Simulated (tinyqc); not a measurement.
What each parameter does: Shockley state of an s-p chain by decimation.

Each site has s at -d/2 and p at +d/2: H0 = diag(-d/2, d/2). The block to the next site on the right is H1 = [[-ts, u], [-u, tp]] (rows s, p of site n; columns s, p of site n + 1). Bulk: H(k) = [[-d/2 - 2 ts cos k, 2i u sin k], [-2i u sin k, d/2 + 2 tp cos k]]. The bands are inverted at k = pi if d < 2 (ts + tp).

Decimation (Sancho-Rubio) at z = E + i eta: start with es = e = H0, A = H1, B = H1^T. Each round forms g = (z - e)^-1 and sets es += A g B, e += A g B + B g A, A = A g A, B = B g B, doubling the length covered. Stop when all |A| < 1e-10. Surface G = (z - es)^-1, bulk G = (z - e)^-1; densities -Im tr G/pi.

Values chosen for the exercise: d = 5.1 eV (Ep - Es); ts = 0.76 eV (s-s hopping); tp = 1.26 eV (p-p hopping); u = 1.27 eV (s-p hopping); E = 0.46 eV (energy); eta = 0.02 eV (broadening).

Gap edges from 201 k points between 0 and pi, and the surface density at E by decimation.

Results for these values:

| case | top of lower band (eV) | bottom of upper band (eV) | surface density (1/eV) |
|---|---|---|---|
| base | -1.0300 | 0.0300 | 0.1287 |

What happens to each result for eta = 0.04 eV, all else kept?

Answer: top of lower band does not change at the printed digits; bottom of upper band does not change at the printed digits; surface density falls from 0.1287 to 0.1275.

The same for each parameter in turn:

| case | top of lower band (eV) | bottom of upper band (eV) | surface density (1/eV) |
|---|---|---|---|
| base | -1.0300 | 0.0300 | 0.1287 |
| d = 5.61 eV | -1.2850 | 0.2850 | 0.0876 |
| ts = 0.836 eV | -0.8780 | 0.0300 | 0.1299 |
| tp = 1.386 eV | -1.0300 | -0.2220 | 0.1352 |
| u = 1.397 eV | -1.0300 | 0.0300 | 0.1265 |
| eta = 0.04 eV | -1.0300 | 0.0300 | 0.1275 |

The base chain is not inverted, so no surface state lies in the gap; E lies in the upper band.

Computed by tinyqc, a small Python program: `OMP_NUM_THREADS=1 python tinyqc.py 1452863 1452864 out.jsonl` (the numbers bound the seed that draws the inputs); one thread of a shared host (Intel(R) Xeon(R) Processor @ 2.30GHz), about 0.2 s for the whole set of steps.
